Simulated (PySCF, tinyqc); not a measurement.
Inside a calculation. Method: RHF in the sto-3g basis, for H6, spin multiplicity 1. This run ends on a higher stationary point, not on the lowest solution. The lowest restricted solution is unstable here: a spin-polarised one lies 0.1655 hartree lower (PySCF). One step of it, computed by the program tinyqc.

Question. Iteration 3: building the Fock matrix. J_ij = sum D_kl (ij|kl), K_ij = sum D_kl (ik|jl); F = H + J - 0.5 K; E = tr D H + tr D J / 2 - 0.25 tr D K + E_nn.

D after iteration 2, lower triangle:
```
           1H 1s      2H 1s      3H 1s      4H 1s     5H 1s     6H 1s
1H 1s   0.596727
2H 1s   0.363784   0.521298
3H 1s  -0.542681   0.243785   1.663371
4H 1s   0.553828   0.146264  -0.608514   1.655930
5H 1s  -0.351727  -0.369214   0.146006   0.250982  0.511886
6H 1s  -0.586209  -0.351532   0.549418  -0.527969  0.351815  0.576375
```

core Hamiltonian H = T + V (hartree), lower triangle:
```
           1H 1s      2H 1s      3H 1s      4H 1s      5H 1s      6H 1s
1H 1s  -1.428729
2H 1s  -0.639407  -1.888195
3H 1s  -0.159557  -1.187320  -1.985074
4H 1s  -0.010696  -0.170049  -0.726404  -1.985450
5H 1s  -0.000960  -0.026412  -0.170357  -1.188825  -1.888519
6H 1s  -0.000015  -0.000957  -0.010696  -0.159550  -0.638509  -1.428430
```

Two-electron integrals (ij|kl) in chemists' order, unique and non-zero (hartree):
```
(11|11) 0.774606   (21|11) 0.175672   (21|21) 0.057918   (22|11) 0.377827
(22|21) 0.175672   (22|22) 0.774606   (31|11) 0.029807   (31|21) 0.011011
(31|22) 0.039174   (31|31) 0.002353   (32|11) 0.150155   (32|21) 0.069577
(32|22) 0.327222   (32|31) 0.017910   (32|32) 0.174268   (33|11) 0.228063
(33|21) 0.102244   (33|22) 0.490593   (33|31) 0.029807   (33|32) 0.327222
(33|33) 0.774606   (41|11) 0.001178   (41|21) 0.000495   (41|22) 0.002040
(41|31) 0.000120   (41|32) 0.001070   (41|33) 0.002040   (41|41) 0.000007
(42|11) 0.015024   (42|21) 0.006566   (42|22) 0.029807   (42|31) 0.001774
(42|32) 0.017910   (42|33) 0.039174   (42|41) 0.000120   (42|42) 0.002353
(43|11) 0.056056   (43|21) 0.023242   (43|22) 0.102244   (43|31) 0.006566
(43|32) 0.069577   (43|33) 0.175672   (43|41) 0.000495   (43|42) 0.011011
(43|43) 0.057918   (44|11) 0.144033   (44|21) 0.056056   (44|22) 0.228063
(44|31) 0.015024   (44|32) 0.150155   (44|33) 0.377827   (44|41) 0.001178
(44|42) 0.029807   (44|43) 0.175672   (44|44) 0.774606   (51|11) 0.000073
(51|21) 0.000032   (51|22) 0.000138   (51|31) 0.000008   (51|32) 0.000082
(51|33) 0.000174   (51|41) 5.50e-07   (51|42) 0.000010   (51|43) 0.000046
(51|44) 0.000115   (51|51) 4.59e-08   (52|11) 0.001804   (52|21) 0.000752
(52|22) 0.003297   (52|31) 0.000206   (52|32) 0.002103   (52|33) 0.004914
(52|41) 0.000015   (52|42) 0.000314   (52|43) 0.001580   (52|44) 0.004913
(52|51) 1.34e-06   (52|52) 0.000045   (53|11) 0.010726   (53|21) 0.004280
(53|22) 0.017993   (53|31) 0.001173   (53|32) 0.011981   (53|33) 0.029868
(53|41) 0.000089   (53|42) 0.002030   (53|43) 0.011032   (53|44) 0.039246
(53|51) 0.000008   (53|52) 0.000314   (53|53) 0.002362   (54|11) 0.066377
(54|21) 0.025143   (54|22) 0.098833   (54|31) 0.006534   (54|32) 0.062536
(54|33) 0.150366   (54|41) 0.000490   (54|42) 0.011974   (54|43) 0.069678
(54|44) 0.327702   (54|51) 0.000048   (54|52) 0.002105   (54|53) 0.017965
(54|54) 0.174717   (55|11) 0.114170   (55|21) 0.042263   (55|22) 0.161381
(55|31) 0.010708   (55|32) 0.098738   (55|33) 0.228161   (55|41) 0.000771
(55|42) 0.017965   (55|43) 0.102302   (55|44) 0.490928   (55|51) 0.000073
(55|52) 0.003297   (55|53) 0.029868   (55|54) 0.327702   (55|55) 0.774606
(61|11) 6.98e-07   (61|21) 2.86e-07   (61|22) 1.23e-06   (61|31) 7.87e-08
(61|32) 8.02e-07   (61|33) 1.92e-06   (61|41) 5.78e-09   (61|42) 1.24e-07
(61|43) 6.34e-07   (61|44) 1.92e-06   (61|52) 1.80e-08   (61|53) 1.24e-07
(61|54) 8.04e-07   (61|55) 1.23e-06   (62|11) 0.000046   (62|21) 0.000018
(62|22) 0.000073   (62|31) 4.79e-06   (62|32) 0.000047   (62|33) 0.000115
(62|41) 3.59e-07   (62|42) 0.000008   (62|43) 0.000046   (62|44) 0.000173
(62|51) 3.41e-08   (62|52) 1.33e-06   (62|53) 0.000010   (62|54) 0.000082
(62|55) 0.000138   (62|62) 4.56e-08   (63|11) 0.000512   (63|21) 0.000195
(63|22) 0.000771   (63|31) 0.000051   (63|32) 0.000490   (63|33) 0.001178
(63|41) 3.78e-06   (63|42) 0.000088   (63|43) 0.000495   (63|44) 0.002040
(63|51) 3.60e-07   (63|52) 0.000015   (63|53) 0.000120   (63|54) 0.001071
(63|55) 0.002040   (63|61) 5.78e-09   (63|62) 5.49e-07   (63|63) 0.000007
(64|11) 0.007636   (64|21) 0.002815   (64|22) 0.010705   (64|31) 0.000711
(64|32) 0.006526   (64|33) 0.015024   (64|41) 0.000051   (64|42) 0.001170
(64|43) 0.006566   (64|44) 0.029807   (64|51) 4.80e-06   (64|52) 0.000206
(64|53) 0.001777   (64|54) 0.017930   (64|55) 0.039171   (64|61) 7.87e-08
(64|62) 0.000008   (64|63) 0.000120   (64|64) 0.002353   (65|11) 0.031350
(65|21) 0.011351   (65|22) 0.042200   (65|31) 0.002812   (65|32) 0.025080
(65|33) 0.055989   (65|41) 0.000195   (65|42) 0.004267   (65|43) 0.023216
(65|44) 0.102136   (65|51) 0.000018   (65|52) 0.000751   (65|53) 0.006569
(65|54) 0.069563   (65|55) 0.175380   (65|61) 2.86e-07   (65|62) 0.000031
(65|63) 0.000494   (65|64) 0.010996   (65|65) 0.057746   (66|11) 0.088314
(66|21) 0.031390   (66|22) 0.114145   (66|31) 0.007636   (66|32) 0.066292
(66|33) 0.144033   (66|41) 0.000512   (66|42) 0.010705   (66|43) 0.056056
(66|44) 0.228063   (66|51) 0.000046   (66|52) 0.001803   (66|53) 0.015048
(66|54) 0.150287   (66|55) 0.377589   (66|61) 6.98e-07   (66|62) 0.000073
(66|63) 0.001178   (66|64) 0.029807   (66|65) 0.175380   (66|66) 0.774606
```

nuclear repulsion = 3.95053033 hartree

Give: Coulomb J; exchange K; Fock matrix F; total energy of this density.

Answer.

Coulomb J (hartree), lower triangle:
```
        1H 1s   2H 1s   3H 1s   4H 1s   5H 1s   6H 1s
1H 1s  1.5421
2H 1s  0.5558  2.1743
3H 1s  0.1341  1.2243  2.6125
4H 1s  0.0083  0.1616  0.7784  2.6074
5H 1s  0.0007  0.0228  0.1617  1.2217  2.1626
6H 1s  0.0000  0.0007  0.0083  0.1333  0.5503  1.5232
```

exchange K (hartree), lower triangle:
```
         1H 1s    2H 1s   3H 1s   4H 1s   5H 1s   6H 1s
1H 1s   0.5984
2H 1s   0.3311   0.9360
3H 1s   0.0913   0.8358  1.4369
4H 1s   0.0402   0.1337  0.4186  1.4353
5H 1s  -0.0393  -0.0295  0.1341  0.8364  0.9294
6H 1s  -0.0694  -0.0395  0.0403  0.0919  0.3232  0.5786
```

Fock matrix F (hartree), lower triangle:
```
         1H 1s    2H 1s    3H 1s    4H 1s    5H 1s    6H 1s
1H 1s  -0.1858
2H 1s  -0.2491  -0.1819
3H 1s  -0.0710  -0.3809  -0.0911
4H 1s  -0.0225  -0.0753  -0.1573  -0.0957
5H 1s   0.0194   0.0111  -0.0757  -0.3853  -0.1906
6H 1s   0.0347   0.0195  -0.0225  -0.0722  -0.2498  -0.1946
```

total energy of this density = -2.284489 hartree
